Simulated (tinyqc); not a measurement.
# Gain factor and gap resistance from two string resistances

Problem. At small bit-line voltage each of the 64 cells has the resistance 1/(K x) at overdrive x (no mobility reduction) in series with a gap resistance Rg. Find K, Rg and the share of the gaps at the higher overdrive.

resistance of a string of 64 equal cells at overdrives of 4.2 and 8.1 V (kohm): 627.41769  365.38695

Answer. The resistance per cell is a straight line in 1/x with slope 1/K and intercept Rg.

K = 28.00 uA/V^2
Rg = 1.300 kohm
share of the gaps = 22.77 %

tinyqc, about 0.5 s, one thread, Intel Xeon 2.30GHz (shared host): `OMP_NUM_THREADS=1 python tinyqc.py 2142011 2142012 out.jsonl`
